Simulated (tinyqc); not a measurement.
# Channel resistance from two points of the on-state curve

Question. In the p-i-n model Von = V1 + 2 Vt ln(J/(1 A/cm^2)) + J Rch, with V1 independent of J. Find Rch and V1.

Inputs (values chosen for the exercise): temperature T = 300 K.

Constants: q = 1.602176634e-19 C, kB = 1.380649e-23 J/K, Vt = kB T/q. Results are converted to the units shown.

Von at J = 150 and 450 A/cm^2 (V): [1.1706590, 1.7374616]

Solution. Remove the logarithmic junction term; the rest is linear in J.

Rch = 1.700 mohm cm^2
V1 = 0.6566 V

Computed by the program tinyqc: `OMP_NUM_THREADS=1 python tinyqc.py 2590128 2590129 out.jsonl`, one thread of a shared Intel Xeon 2.30GHz, about 0.01 s for the whole run.
